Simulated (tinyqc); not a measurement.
## Offset from the accumulated charge

Question. Layer 1 (x < 0) accumulates electrons and layer 2 (x > 0) is depleted. Boltzmann statistics. Sheet densities from the first integral: Q1 = sqrt((2 eps0 eps_r Vt N1/q)(exp(u1) - u1 - 1)) extra electrons, Q2 = sqrt((2 eps0 eps_r Vt N2/q)(exp(-u2) + u2 - 1)) missing ones, u = V/Vt; neutrality Q1 = Q2 + si. V1 + V2 = dE + Vt ln[(N2/Nc2)/(N1/Nc1)]. Find V1, V2 and dE.

Inputs (values chosen for the exercise); values of the order of III-V alloys: temperature T = 300 K; relative permittivity of both layers eps_r = 12.2; density of states of the narrow-gap layer 1 Nc1 = 2.9e17 cm^-3; density of states of the wide-gap layer 2 Nc2 = 1.2e18 cm^-3; donor density in layer 1 N1 = 1.9e15 cm^-3; donor density in layer 2 N2 = 4.4e16 cm^-3; fixed charge at the interface si = 0 cm^-2.

Constants: q = 1.602176634e-19 C, kB = 1.380649e-23 J/K, Vt = kB T/q, eps0 = 8.8541878128e-14 F/cm where lengths are in cm. Results are converted to the units shown.

Q1 = 1.8241986e11 cm^-2

Solution. Each sheet density rises steadily with its bending, so Q1 fixes V1 and Q2 = Q1 - si fixes V2.

V1 = 0.1037 V
V2 = 0.08080 V
dE = 0.1400 eV

tinyqc, about 0.1 s, one thread, Intel Xeon 2.30GHz (shared host): `OMP_NUM_THREADS=1 python tinyqc.py 2410105 2410106 out.jsonl`
